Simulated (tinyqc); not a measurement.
## Via and link resistance from two via chains

Question. A chain of 1000 vias joined by 1000 metal links has R = 1000 (Rv + Rlink), with Rlink proportional to the link length. Find Rv, Rlink for length L, and the value of Rv that the short chain would give if the links were ignored.

resistance of chains of 1000 links with link lengths L and 3 L (ohm): 34300  38900

Solution. R per link is a straight line in the link length; its intercept at zero length is Rv.

Rv = 32.0 ohm
Rlink = 2.30 ohm
Rv without correction = 34.3 ohm

Program tinyqc, `OMP_NUM_THREADS=1 python tinyqc.py 2750034 2750035 out.jsonl`; Intel Xeon 2.30GHz, shared host, one thread, about 0.01 s.
